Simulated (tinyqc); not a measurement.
# Worked calculation: piezoresistors in the (001) plane of a cubic crystal

Program tinyqc, `OMP_NUM_THREADS=1 python tinyqc.py 2530058 2530059 out.jsonl`; Intel Xeon 2.30GHz, shared host, one thread, about 0.01 s. Printed values are rounded.

Plane stress in crystal axes x = [100], y = [010]. First-order piezoresistance: d rho_xx/rho = p11 sxx + p12 syy, d rho_yy/rho = p12 sxx + p11 syy, d rho_xy/rho = p44 sxy; a resistor along d = (cos th, sin th) changes by dR/R = d.(d rho/rho).d. Changes of geometry and second-order terms are left out.

Parameters, values chosen for the exercise; coefficients close to those of lightly doped n-type silicon:
```
symbol  value        unit                          meaning
p11      -104  x 1e-11/Pa       piezoresistive coefficient
p12      50.9  x 1e-11/Pa       piezoresistive coefficient
p44     -13.9  x 1e-11/Pa       piezoresistive coefficient
th         30         deg  angle of the current from [100]
Sx         83         MPa                       stress sxx
Sy        -78         MPa                       stress syy
St         66         MPa                 shear stress sxy
Vb        1.2           V                    bridge supply
E         158         GPa      Young's modulus along [110]
```

## Change of the resistivity tensor

As in the introduction.

d rho/rho (%):
```
           x         y
x  -12.60220  -0.91740
y   -0.91740  12.33670
```

## Resistors at th and th + 90 degrees, and the bridge

dR/R = d.(d rho/rho).d. A full bridge with two resistors of each kind in opposite arms gives Vout = Vb (a - b)/(2 + a + b), a and b the two dR/R.

dR/R at th = -7.161967 %
dR/R at th + 90 = 6.896467 %
Vout = -84.46272 mV

## Longitudinal and transverse coefficients

For uniaxial stress along or across the current: pL = p11 - (A/2) sin^2(2 th), pT = p12 + (A/2) sin^2(2 th), A = p11 - p12 - p44. Gauge factor along [110]: E (p11 + p12 + p44)/2.

A = -141 x 1e-11/Pa
pL = -51.12500 x 1e-11/Pa
pT = -1.975 x 1e-11/Pa
gauge factor = -52.93
